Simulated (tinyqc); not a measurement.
Out-diffusion of a doped substrate or buried layer into a growing epitaxial film: one step, computed by the program tinyqc.

x is counted from the original substrate surface into the film, whose surface moves as x = v t. Substrate dopant has one diffusivity; the dopant of the film is taken as uniform.

Question. Scales. D = D0 exp(-E/(k_B T)); growth time t = d/v; l = 2 sqrt(D t); growth number G = v t/l = d/l; 1 um = 1e-4 cm. Temperatures in kelvin are T(C) + 273.15.

Inputs (values chosen for the exercise, modelled on arsenic in silicon): prefactor D0 = 10.4 cm^2/s; activation energy E = 4 eV; growth rate v = 0.99 um/min; film thickness d = 3.4 um; growth temperature T = 950 C.

Film doping: same type as the substrate.

Constants: k_B = 8.617333262e-05 eV/K.

Give: diffusivity D; growth time t; length l; growth number G.

Answer.

diffusivity D = 3.4334e-16 cm^2/s

growth time t = 3.4343 min

length l = 0.0053197 um

growth number G = 639.13

The surface outruns diffusion, so the film acts as an infinite medium.
